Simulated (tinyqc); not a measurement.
Quasiparticle equation with a plasmon-pole self-energy for two band edges: one step. Solving the equation for the conduction edge. Five cases, with inputs chosen for the exercise.

Problem. Newton steps on f(E) = E - ec - Xc - Sc(E) from E = ec; the first step is the linearised result.

For each edge E = e + X + Sc(E), with the correlation part Sc(E) = A[0]/(E - a + w) + A[1]/(E - b - w); a and b are the valence and conduction energies that enter the Green function (a = ev, b = ec in the one-shot scheme). Z = 1/(1 - dSc/dE), dSc/dE = -A[0]/(E - a + w)^2 - A[1]/(E - b - w)^2.

Give: Iterates.

Case 1.

Values chosen (scales of the order of those of SiC; not measured data): ev = 0 eV (mean-field valence top); ec = 2.12 eV (mean-field conduction edge); w = 19.1 eV (pole energy); Av = (79.5, 38) eV^2 (weights of the valence state on the hole and electron poles); Ac = (31.1, 79.5) eV^2 (the same for the conduction state); Xv = -3.39 eV (exchange minus the mean-field potential, valence); Xc = 3.2 eV (the same, conduction).

Solution.

Iterates:
```
step   E (eV)   Sc (eV)     f (eV)
0     2.12000  -2.69671  -0.503295
1     2.51106  -2.81023   0.001293
2     2.51006  -2.80994   0.000000
3     2.51006  -2.80994   0.000000
```

The linearisation errs by +1.0 meV, as the shift is only 0.020 of the pole energy.

Case 2.

Values chosen (scales of the order of those of AlN; not measured data): ev = 0 eV (mean-field valence top); ec = 4.25 eV (mean-field conduction edge); w = 18.7 eV (pole energy); Av = (78.1, 40.8) eV^2 (weights of the valence state on the hole and electron poles); Ac = (43.1, 86.3) eV^2 (the same for the conduction state); Xv = -3.95 eV (exchange minus the mean-field potential, valence); Xc = 3.69 eV (the same, conduction).

Solution.

Iterates:
```
step   E (eV)   Sc (eV)     f (eV)
0     4.25000  -2.73698  -0.953022
1     4.96730  -2.97798   0.005282
2     4.96337  -2.97663   0.000000
3     4.96337  -2.97663   0.000000
```

The linearisation errs by +3.9 meV, as the shift is only 0.038 of the pole energy.

Case 3.

Values chosen (scales of the order of those of HfO2; not measured data): ev = 0 eV (mean-field valence top); ec = 4.16 eV (mean-field conduction edge); w = 15.1 eV (pole energy); Av = (45.4, 21.6) eV^2 (weights of the valence state on the hole and electron poles); Ac = (18, 53.3) eV^2 (the same for the conduction state); Xv = -2.84 eV (exchange minus the mean-field potential, valence); Xc = 3.52 eV (the same, conduction).

Solution.

Iterates:
```
step   E (eV)   Sc (eV)     f (eV)
0     4.16000  -2.59522  -0.924778
1     4.88119  -2.80600   0.007193
2     4.87567  -2.80433   0.000000
3     4.87567  -2.80433   0.000000
```

The linearisation errs by +5.5 meV, as the shift is only 0.047 of the pole energy.

Case 4.

Values chosen (scales of the order of those of GaN; not measured data): ev = 0 eV (mean-field valence top); ec = 1.94 eV (mean-field conduction edge); w = 18.1 eV (pole energy); Av = (57.3, 22.9) eV^2 (weights of the valence state on the hole and electron poles); Ac = (24.6, 60.6) eV^2 (the same for the conduction state); Xv = -2.86 eV (exchange minus the mean-field potential, valence); Xc = 3 eV (the same, conduction).

Solution.

Iterates:
```
step   E (eV)   Sc (eV)     f (eV)
0     1.94000  -2.12052  -0.879479
1     2.64571  -2.29811   0.003826
2     2.64267  -2.29733   0.000000
3     2.64267  -2.29733   0.000000
```

The linearisation errs by +3.0 meV, as the shift is only 0.039 of the pole energy.

Case 5.

Values chosen (scales of the order of those of AlN; not measured data): ev = 0 eV (mean-field valence top); ec = 4.04 eV (mean-field conduction edge); w = 18.6 eV (pole energy); Av = (72.7, 42.7) eV^2 (weights of the valence state on the hole and electron poles); Ac = (33.4, 80.7) eV^2 (the same for the conduction state); Xv = -3.71 eV (exchange minus the mean-field potential, valence); Xc = 4.09 eV (the same, conduction).

Solution.

Iterates:
```
step   E (eV)   Sc (eV)     f (eV)
0     4.04000  -2.86344  -1.226555
1     4.98465  -3.15468   0.009324
2     4.97758  -3.15242   0.000001
3     4.97758  -3.15242   0.000000
```

The linearisation errs by +7.1 meV, as the shift is only 0.050 of the pole energy.

Computed by tinyqc, one run a case: `OMP_NUM_THREADS=1 python tinyqc.py N N+1 out.jsonl` with N = 1851153, 1851190, 1880078, 1880673, 1880703; one thread of a shared Intel(R) Xeon(R) Processor @ 2.30GHz, about 0.03 s a run at most.
